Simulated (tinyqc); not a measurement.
Inside a calculation. Method: sp3 tight binding, zinc-blende lattice. One step of it, computed by the program tinyqc.

Task: Bloch Hamiltonian at k. Slater-Koster rules over the four bonds with direction cosines (l, m, n): ss V_ss; s-px l V_sp; px-s -l V_sp; px-px l^2 V_pps + (1 - l^2) V_ppp; px-py l m (V_pps - V_ppp); each times exp(i k.d).

Parameters chosen for this model: zinc-blende lattice, anion at 0, cation at a/4 (1,1,1); V = eta hbar^2 / (m d^2), hbar^2/m = 7.619964 eV angstrom^2:
```
parameter          value      unit
a               6.130000  angstrom
d               2.654368  angstrom
Es anion      -14.140000        eV
Ep anion       -6.820000        eV
Es cation     -12.530000        eV
Ep cation      -5.980000        eV
eta ss         -1.320000
eta sp          1.420000
eta pp sigma    2.220000
eta pp pi      -0.630000
V ss           -1.427594        eV
V sp            1.535745        eV
V pp sigma      2.400953        eV
V pp pi        -0.681352        eV
```

k point k (2 pi / a): 0.390000  0.540000  -0.700000

Give: H(k) at k.

Result:

H(k) at k (eV), lower triangle (Hermitian):
```
                a s           a px           a py          a pz
a s         -14.140
a px          0.000         -6.820
a py          0.000          0.000         -6.820
a pz          0.000          0.000          0.000        -6.820
c s   -1.403+2.195i  -1.939+0.612i  -1.202+0.988i  0.694-1.710i
c px   1.939-0.612i   0.340-0.532i  -0.805+1.981i  1.392-1.145i
c py   1.202-0.988i  -0.805+1.981i   0.340-0.532i  2.247-0.709i
c pz  -0.694+1.710i   1.392-1.145i   2.247-0.709i  0.340-0.532i

          c s    c px    c py    c pz
c s   -12.530
c px    0.000  -5.980
c py    0.000   0.000  -5.980
c pz    0.000   0.000   0.000  -5.980
```
